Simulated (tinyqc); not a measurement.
Off-state leakage of single and stacked transistors: two steps of the calculation.

n-channel devices of unit width. Subthreshold current I(Vg, Vs, Vd) = I0 (T/300 K)^0.5 exp[(Vg - Vs - VT(T) - gb (Vs - Vb) + dd (Vd - Vs))/(nf Vt)] (1 - exp(-(Vd - Vs)/Vt)), VT(T) = VT - cT (T - 300 K). Gate-edge tunnelling Ig (Vd/1 V) exp(ag (Vd - 1 V)), for a gate at 0 V, and band-to-band leakage Ab u exp(-Bb/u), u = Vd - Vb + 1 V, flow at a drain held at V; both are taken as independent of T. In a stack of off transistors (all gates at 0 V) the same subthreshold current passes through each.

Values chosen for this exercise; values of the order met in bulk silicon logic transistors:

| symbol | value | unit | meaning |
|---|---|---|---|
| T | 378 | K | temperature |
| V | 1 | V | supply voltage |
| VT | 0.44 | V | threshold at 300 K, zero drain and body bias |
| cT | 1 | mV/K | fall of the threshold with temperature |
| I0 | 0.22 | uA/um | current at threshold at 300 K |
| nf | 1.35 |  | slope factor |
| dd | 0.14 |  | drain-induced lowering per volt |
| gb | 0.18 |  | rise of the threshold per volt of source-body bias |
| Ig | 7e-6 | uA/um | gate-edge tunnelling current at 1 V |
| ag | 4.7 | 1/V | exponential slope of the gate current |
| Ab | 40 | uA/(um V) | prefactor of band-to-band leakage at the drain |
| Bb | 22 | V | its exponential voltage |
| Vb | 0 | V | body voltage |

Constants: q = 1.602176634e-19 C, kB = 1.380649e-23 J/K, Vt = kB T/q. Results are converted to the units shown.

Question 1. Leakage of one transistor. Vg = Vs = 0, Vd = V; effective threshold VT(T) - gb Vb - dd V.

Wanted: effective threshold; parts; total; shares.

Answer 1.

effective threshold = 0.2220 V
parts (nA/um): subthreshold 1.585, gate edge 0.007000, band-to-band 1.336
total = 2.928 nA/um
shares (%): subthreshold 54.13, gate edge 0.2390, band-to-band 45.63

The subthreshold part is the largest.

Question 2. New Vx. Stack of two, Vx the node between them: I_low = I(0, 0, Vx), I_up = I(0, Vx, V), f = ln(I_up/I_low), f' = -(1 + gb + 2 dd)/(nf Vt) - 1/(Vt (exp(Vx/Vt) - 1)) - 1/(Vt (exp((V - Vx)/Vt) - 1)), Vx(new) = Vx - f/f'.

Vx at the start = 0.096 V

Wanted: I_low; I_up; f; f'; Vx after iteration 1.

Answer 2.

I_low = 0.08448 nA/um
I_up = 0.08884 nA/um
f = 0.05028
f' = -34.90 1/V
Vx after iteration 1 = 0.09744 V

tinyqc, about 0.03 s, one thread, Intel Xeon 2.30GHz (shared host): `OMP_NUM_THREADS=1 python tinyqc.py 2242240 2242241 out.jsonl`
